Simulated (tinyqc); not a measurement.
CISD on RHF in the 6-311g basis, for H2, spin multiplicity 1, step by step (part 2 of 2). Computed by tinyqc, a small Python program that keeps every step (integrals from PySCF). Command: `OMP_NUM_THREADS=1 python tinyqc.py 28090 28091 out.jsonl` (the two numbers bound the seeds that draw the settings). One thread of a shared host (Intel(R) Xeon(R) Processor @ 2.60GHz), about 0.1 s of CPU time with the checks.

Geometry (angstrom):
```
atom         x         y         z
H     0.000000  0.000000  0.000000
H     0.000000  0.000000  0.673000
```

## CISD: roots

Occupation strings over the orbitals (2 doubly, a alpha, b beta, 0 empty; spin orbitals ordered 1a 1b 2a 2b ...): 200000 a0b000 a000b0 b0a000 b000a0 020000 0a0b00 0a000b 002000 00a0b0 0b0a00 000200 000a0b 00b0a0 000020 0b000a 000b0a 000002

Given earlier and not repeated: H - E(HF) between determinants.

Diagonalise (each vector has its largest component positive (the first on a tie)); all determinants have Ms = 0, so triplets appear too. The lowest singlet root is the correlation energy.

lowest roots of this matrix, relative to E(HF) (hartree): [-0.024275, 0.534812, 0.621047, 1.140484, 1.434776, 1.452856, 1.614025, 1.935358]

lowest vectors, order 200000, a0b000, a000b0, b0a000, b000a0, 020000, 0a0b00, 0a000b, 002000, 00a0b0, 0b0a00, 000200, 000a0b, 00b0a0, 000020, 0b000a, 000b0a, 000002:
$$\begin{pmatrix}
0.993562 & 0.000000 & -0.003756 & 0.060368 \\
-0.000823 & 0.703940 & 0.692081 & 0.004714 \\
-0.003880 & 0.047953 & 0.002025 & -0.005961 \\
0.000823 & 0.703940 & -0.692081 & -0.004714 \\
0.003880 & 0.047953 & -0.002025 & 0.005961 \\
-0.037080 & 0.000000 & -0.039626 & 0.857884 \\
0.044207 & -0.028031 & -0.003927 & -0.346920 \\
0.011036 & -0.007392 & -0.008620 & -0.044694 \\
-0.038844 & 0.000000 & -0.187726 & -0.117430 \\
-0.019326 & 0.036044 & -0.025267 & -0.016260 \\
-0.044207 & -0.028031 & 0.003927 & 0.346920 \\
-0.060206 & 0.000000 & 0.048499 & 0.033814 \\
-0.020025 & 0.005463 & 0.021585 & -0.001477 \\
0.019326 & 0.036044 & 0.025267 & 0.016260 \\
-0.018910 & 0.000000 & 0.015968 & -0.005475 \\
-0.011036 & -0.007392 & 0.008620 & 0.044694 \\
0.020025 & 0.005463 & -0.021585 & 0.001477 \\
-0.015384 & 0.000000 & 0.014794 & -0.008755
\end{pmatrix}$$

<S^2> of these roots: [0.000000, 2.000000, 0.000000, 0.000000, 0.000000, 2.000000, 0.000000, 0.000000]

weight of the ground state by excitation level 0, 1, 2, ...: [0.987165, 0.000031, 0.012804]

## The lowest root by the Davidson method

Start from the reference; add the residual divided by (theta - H_ii), orthogonalised, at each step.

Davidson iterations:
```
iteration  subspace  lowest Ritz value (hartree)  residual norm
1                 1                            0       2.48e-01
2                 2                  -0.02394138       3.37e-02
3                 3                  -0.02427103       2.76e-03
4                 4                  -0.02427451       2.95e-04
5                 5                  -0.02427455       2.86e-05
6                 6                  -0.02427455       3.56e-06
7                 7                  -0.02427455       3.25e-07
8                 8                  -0.02427455       2.91e-08
```
